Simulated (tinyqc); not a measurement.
Grain growth, pinning, strength and diffusional creep of a polycrystal or thin film: one step, computed by the program tinyqc. Command: `OMP_NUM_THREADS=1 python tinyqc.py 3008786 3008787 out.jsonl grain walk`. One thread of a shared host (Intel(R) Xeon(R) Processor @ 2.30GHz), about 0.01 s of CPU time with the checks.

One mean grain size d describes the structure.

Task: Mobility and the sizes at which growth stops. M = M0 exp(-Q_m/(k_B T)). The driving pressure is 2 gamma/d. Zener pinning pressure 3 f gamma/(2 r) stops growth at d_Z = 4 r/(3 f). Grooves where boundaries meet the surface have the angle theta = arcsin(gamma/(2 gamma_s)) and are taken to stop growth at d_h = h/(2 theta), a few film thicknesses; the limit is 1/d_lim = 1/d_Z + 1/d_h.

Inputs (values chosen for the exercise, modelled on copper): boundary energy gamma = 0.57 J/m^2; mobility prefactor M0 = 2.5e-07 m^4/(J s); activation energy of boundary motion Q_m = 1.21 eV; anneal temperature T = 621 K; particle volume fraction f = 0.0002; particle radius r = 16 nm; film thickness h = 1900 nm; surface energy gamma_s = 2.1 J/m^2.

Sample: thin film on a substrate.

Constants: k_B = 8.617333262e-05 eV/K.

Give: mobility M; Zener size d_Z; groove angle theta; groove limit d_h; limit d_lim.

Result:

mobility M = 3.785e-17 m^4/(J s)

Zener size d_Z = 1.067e+05 nm

groove angle theta = 0.1361 rad

groove limit d_h = 6978 nm

limit d_lim = 6550 nm

The grooves set the tighter limit.
